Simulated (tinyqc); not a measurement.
Inside a calculation. Method: Born-Oppenheimer dynamics on the LDA (VWN5)/sto-6g surface (energies and gradients from PySCF), for H4, spin multiplicity 1. Computed by tinyqc, a small Python program that keeps every step (integrals from PySCF). Settings: charge = 0, multiplicity = 1, basis = sto-6g, functional = lda,vwn, time step (fs) = 0.2, steps = 24. Command: `OMP_NUM_THREADS=1 python tinyqc.py 23039 23040 out.jsonl` (the two numbers bound the seeds that draw the settings). One thread of a shared host (Intel(R) Xeon(R) Processor @ 2.60GHz), about 8 s of CPU time with the checks.

positions (bohr):
```
          x        y        z
1H   0.0926  -0.0397  -0.0472
2H  -0.0340  -0.0794   1.7404
3H   0.0416   0.0699   3.9571
4H   0.0378   0.0529   5.7070
```

The total energy should stay constant up to terms of order dt^2; the step counts as short enough if it moves by less than 2 % of the largest kinetic energy.

Trajectory:
```
time (fs)  1H-2H (angstrom)  potential (hartree)  kinetic (hartree)  total (hartree)
0.0000               0.9486            -2.208051           0.000650        -2.207400
0.2000               0.9479            -2.208499           0.001098        -2.207401
0.4000               0.9433            -2.210354           0.002949        -2.207405
0.6000               0.9348            -2.213557           0.006145        -2.207412
0.8000               0.9224            -2.217997           0.010574        -2.207423
1.0000               0.9062            -2.223495           0.016055        -2.207440
1.2000               0.8865            -2.229786           0.022321        -2.207465
1.4000               0.8634            -2.236495           0.028996        -2.207499
1.6000               0.8373            -2.243117           0.035573        -2.207544
1.8000               0.8085            -2.249003           0.041404        -2.207599
2.0000               0.7776            -2.253376           0.045715        -2.207661
2.2000               0.7454            -2.255392           0.047670        -2.207722
2.4000               0.7128            -2.254278           0.046512        -2.207766
2.6000               0.6809            -2.249573           0.041801        -2.207772
2.8000               0.6513            -2.241456           0.033739        -2.207716
3.0000               0.6255            -2.231057           0.023467        -2.207590
3.2000               0.6052            -2.220544           0.013127        -2.207417
3.4000               0.5918            -2.212699           0.005437        -2.207262
3.6000               0.5865            -2.209940           0.002739        -2.207201
3.8000               0.5897            -2.213215           0.005949        -2.207266
4.0000               0.6012            -2.221514           0.014090        -2.207424
4.2000               0.6200            -2.232374           0.024777        -2.207597
4.4000               0.6446            -2.243006           0.035285        -2.207721
4.6000               0.6735            -2.251267           0.043492        -2.207774
4.8000               0.7050            -2.256064           0.048298        -2.207766
```

Is the time step short enough?

Yes. The total energy moves within 5.7e-04 hartree, under 2 % of the largest kinetic energy.
